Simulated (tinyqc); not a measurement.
Coupled-perturbed Hartree-Fock on RHF in the sto-6g basis, for H4, spin multiplicity 1, step by step. One step of it, computed by the program tinyqc.

Question. Coupled step 1. U_ai = -(mu_ai + sum_bj [4 (ai|bj) - (ab|ij) - (aj|bi)] U_bj) / (e_a - e_i); alpha = -4 sum U_ai mu_ai.

uncoupled U:
```
           i1        i2
a3   0.000000  1.538467
a4  -0.440268  0.000000
```

dipole integrals <a|z|i> (bohr):
```
          i1         i2
a3  0.000000  -1.396381
a4  0.576225   0.000000
```

orbital energies (hartree): MO1 -0.583716, MO2 -0.483570, MO3 0.424075, MO4 0.725088

Two-electron integrals over orbitals (pq|rs), unique and non-zero (hartree):
```
(11|11) 0.442519    (21|21) 0.206517    (22|11) 0.436461    (22|22) 0.445382
(31|11) -0.040159   (31|22) -0.003338   (31|31) 0.104418    (32|21) 0.061798
(32|32) 0.098664    (33|11) 0.433156    (33|22) 0.434427    (33|31) -0.012115
(33|33) 0.451469    (41|21) 0.017002    (41|32) -0.078292   (41|41) 0.088325
(42|11) 0.050009    (42|22) 0.017476    (42|31) -0.102393   (42|33) 0.015103
(42|42) 0.107331    (43|21) -0.199304   (43|32) -0.063409   (43|41) -0.014416
(43|43) 0.212074    (44|11) 0.459622    (44|22) 0.454252    (44|31) -0.044103
(44|33) 0.465560    (44|42) 0.054592    (44|44) 0.501106
```

Give: U after step 1; polarisability.

Answer.

U after step 1:
```
         i1      i2
a3   0.0000  1.7675
a4  -0.4923  0.0000
```

polarisability = 11.0073 bohr^3
